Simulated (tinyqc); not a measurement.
Global model of a low-pressure process discharge: electron temperature, density, ion flux and ion energy. From T_e back to ionisation energy E_iz. Computed by tinyqc, a small Python program. Command: `OMP_NUM_THREADS=1 python tinyqc.py 3113527 3113528 out.jsonl plasma inv`. One thread of a shared host (Intel(R) Xeon(R) Processor @ 2.30GHz), about 0.01 s of CPU time with the checks.

Maxwellian electrons with temperature T_e in eV, one positive ion, no negative ions, uniform bulk density n; rate constants have the Arrhenius form.

Inputs (values chosen for the exercise, of the order of those of an inductive discharge in a simple atomic gas):
```
quantity                     value   unit
ion mass M                      32      u
ionisation prefactor K0    4.1e-14  m^3/s
ion-neutral cross section  6.9e-19    m^2
pressure p                    0.63     Pa
gas temperature T_g            300      K
radius R                        19     cm
height L                        15     cm
```

Constants: k_B = 1.380649e-23 J/K; e = 1.602176634e-19 C; u = 1.6605390666e-27 kg.

Method:
- n_g = p/(k_B T_g); lambda_i = 1/(n_g sigma); h_L = 0.86/sqrt(3 + L/(2 lambda_i)), h_R = 0.8/sqrt(4 + R/lambda_i); A_eff = 2 pi R^2 h_L + 2 pi R L h_R; d_eff = pi R^2 L/A_eff.
- Particle balance: K0 exp(-E_iz/T_e) n_g d_eff = u_B, u_B = sqrt(e T_e/M).
- Root found by bracketing.

Question. A run gave the result below. Find the ionisation energy E_iz, known to lie between 11 and 26 eV.

T_e = 2.174142 eV

Answer.

Each step takes the trial c = (a f_b - b f_a)/(f_b - f_a), f being the result less the target and a, b, c the logarithms of the listed values; c replaces end b, the old b replaces a if the sign of f changed, and otherwise f_a is halved.

Scan of the range:
```
ionisation energy E_iz (eV)  T_e (eV)
11.0                          1.75841
12.7                          2.05584
14.7                          2.41066
16.9                          2.80642
19.5                          3.28071
22.5                          3.83588
26.0                          4.49314
```

False position (Illinois rule, in the logarithm of the input) inside the bracket:
```
step    end a    end b    trial  T_e (eV)
1     12.7000  14.7000  13.3346   2.16788
2     14.7000  13.3346  13.3682   2.17382
3     14.7000  13.3682  13.3716   2.17443
4     13.3682  13.3716  13.3700   2.17414
5     13.3716  13.3700  13.3700   2.17414
```

T_e rises at every point of a 13-point scan of the range (every second point is shown), so one value fits; it is bracketed by 12.7 and 14.7. Answer: ionisation energy E_iz = 13.37 eV.
